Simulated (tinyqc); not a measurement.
# CMOS inverter, nodal equation and switching: several studies

An n-channel pull-down (bn, VTn) and a p-channel pull-up (bp, VTp) share the input Vin and the output node Vout, which carries the load C. Transistor (EKV form, voltages against the body): I = 2 n b Vt^2 [F(vp - Vs) - F(vp - Vd)] from drain to source, F(v) = ln^2(1 + exp(v/(2 Vt))), vp = (Vg - VT + sg |Vd - Vs|)/n. n-channel bodies are at 0; for the p-channel device all voltages are counted down from Vdd. b in uA/V^2 gives I in uA. Static: In = Ip. Transient: C dVout/dt = Ip - In. No velocity saturation, no gate capacitance beyond C.

Values chosen for this exercise:
```
symbol,value,unit,meaning
T,250,K,temperature
Vdd,1.2,V,supply voltage
n,1.1,,slope factor
sg,0.06,,drain-induced barrier lowering
VTn,0.39,V,n-channel threshold
VTp,0.31,V,p-channel threshold (magnitude)
bn,410,uA/V^2,gain factor of the pull-down transistor
bp,530,uA/V^2,gain factor of the pull-up transistor
C,1.1,fF,load capacitance
```

Constants: q = 1.602176634e-19 C, kB = 1.380649e-23 J/K, Vt = kB T/q. Results are converted to the units shown.

Each table varies one quantity; the others keep the values above.

## Effect of the drain-induced barrier lowering

VM solves In = Ip with Vin = Vout; VIL and VIH are the inputs of gain -1, NML = VIL - Vout(VIH), NMH = Vout(VIL) - VIH. For a step input the delay to Vdd/2 is tHL = C times the integral of dV/(In - Ip) from Vdd/2 to Vdd at Vin = Vdd, and tLH likewise with Ip - In from 0 to Vdd/2 at Vin = 0.

Effect of the drain-induced barrier lowering:

| sg | VM (V) | gain at VM | NML (V) | NMH (V) | tHL (ps) | tLH (ps) |
|---|---|---|---|---|---|---|
| 0.01 | 0.6559 | -100.0 | 0.5354 | 0.4096 | 5.298 | 3.421 |
| 0.04 | 0.6554 | -25.00 | 0.5129 | 0.3837 | 4.972 | 3.232 |
| 0.07 | 0.6549 | -14.29 | 0.4906 | 0.3581 | 4.678 | 3.060 |
| 0.1 | 0.6545 | -10.00 | 0.4686 | 0.3329 | 4.412 | 2.903 |
| 0.13 | 0.6540 | -7.692 | 0.4469 | 0.3081 | 4.170 | 2.760 |
| 0.16 | 0.6536 | -6.250 | 0.4255 | 0.2837 | 3.949 | 2.629 |
| 0.19 | 0.6532 | -5.263 | 0.4044 | 0.2598 | 3.749 | 2.509 |
| 0.22 | 0.6529 | -4.545 | 0.3836 | 0.2364 | 3.565 | 2.399 |

What does the table show?

As sg goes from 0.01 to 0.22, VM stays near 0.654 V, the size of the gain falls from 100 to 4.55, tHL falls from 5.30 to 3.56 ps and tLH falls from 3.42 to 2.40 ps. The smaller margin is largest, 0.410 V, at sg = 0.01 among the rows. Barrier lowering gives both transistors an output conductance, which caps the gain. In every row the overdrive passes 0.5 V, where velocity saturation, left out here, would lengthen the delays of short devices.

## Effect of the n-channel threshold

Same model as above.

Results:

| VTn (V) | VM (V) | gain at VM | NML (V) | NMH (V) | tHL (ps) | tLH (ps) |
|---|---|---|---|---|---|---|
| 0.15 | 0.5491 | -16.66 | 0.3350 | 0.4203 | 3.021 | 3.116 |
| 0.2 | 0.5712 | -16.67 | 0.3691 | 0.4091 | 3.283 | 3.116 |
| 0.25 | 0.5932 | -16.67 | 0.4031 | 0.3979 | 3.589 | 3.116 |
| 0.35 | 0.6374 | -16.67 | 0.4709 | 0.3756 | 4.374 | 3.116 |
| 0.4 | 0.6595 | -16.67 | 0.5048 | 0.3644 | 4.882 | 3.116 |
| 0.45 | 0.6816 | -16.67 | 0.5385 | 0.3531 | 5.494 | 3.116 |
| 0.5 | 0.7037 | -16.67 | 0.5721 | 0.3417 | 6.239 | 3.116 |

Estimate the missing row, VTn = 0.3 V.

Computed row:

| VTn (V) | VM (V) | gain at VM | NML (V) | NMH (V) | tHL (ps) | tLH (ps) |
|---|---|---|---|---|---|---|
| 0.3 | 0.6153 | -16.67 | 0.4371 | 0.3868 | 3.948 | 3.116 |

With this row back in the table: As VTn goes from 0.15 to 0.5 V, VM rises from 0.549 to 0.704 V, the size of the gain stays near 16.7, tHL rises from 3.02 to 6.24 ps and tLH stays near 3.12 ps. The smaller margin is largest, 0.398 V, at VTn = 0.25 V among the rows. In every row the overdrive passes 0.5 V, where velocity saturation, left out here, would lengthen the delays of short devices.

## Energy per operation against supply voltage

A chain of 100 such gates sets the cycle time tc = 100 (tHL + tLH)/2; per gate and cycle the switching energy is 0.05 C Vdd^2 and the leakage energy Vdd Ileak tc, Ileak the mean supply current at Vin = 0 and Vdd.

Result of one run:

| Vdd (V) | tc (ns) | switching (aJ) | leakage (aJ) | total (aJ) |
|---|---|---|---|---|
| 1 | 0.5578 | 55.00 | 0.004039 | 55.00 |

What becomes of these results when the supply voltage Vdd is changed from 1 to 0.8 V, all else the same?

Result of the changed run:

| Vdd (V) | tc (ns) | switching (aJ) | leakage (aJ) | total (aJ) |
|---|---|---|---|---|
| 0.8 | 0.9252 | 35.20 | 0.003234 | 35.20 |

The whole series:

| Vdd (V) | tc (ns) | switching (aJ) | leakage (aJ) | total (aJ) |
|---|---|---|---|---|
| 0.15 | 2.027e5 | 1.238 | 25.51 | 26.74 |
| 0.2 | 2.897e4 | 2.200 | 5.548 | 7.748 |
| 0.25 | 4166 | 3.438 | 1.133 | 4.570 |
| 0.3 | 629.9 | 4.950 | 0.2332 | 5.183 |
| 0.35 | 113.4 | 6.737 | 0.05558 | 6.793 |
| 0.4 | 28.43 | 8.800 | 0.01807 | 8.818 |
| 0.5 | 5.300 | 13.75 | 0.005424 | 13.76 |
| 0.6 | 2.257 | 19.80 | 0.003568 | 19.80 |
| 0.8 | 0.9252 | 35.20 | 0.003234 | 35.20 |
| 1 | 0.5578 | 55.00 | 0.004039 | 55.00 |

The total energy goes from 26.7 through a minimum of 4.57 (at Vdd = 0.25 V among the rows listed) to 55.0 aJ, while the cycle time falls from 2.03e5 to 0.558 ns. Leakage makes up 95 % of the total in the first row and 0.0073 % in the last. Below threshold the cycle lengthens exponentially and leakage flows for all of it, hence the minimum. At Vdd = 1 V the overdrive passes 0.5 V, where velocity saturation, left out here, would lengthen the delays of short devices. For Vdd = 0.15 to 0.35 V the supply is below a threshold, where mismatch, left out here, dominates margins and delay.

Computed by the program tinyqc: `OMP_NUM_THREADS=1 python tinyqc.py 2340005 2340006 out.jsonl`, one thread of a shared Intel Xeon 2.30GHz, about 0.05 s for the whole run.
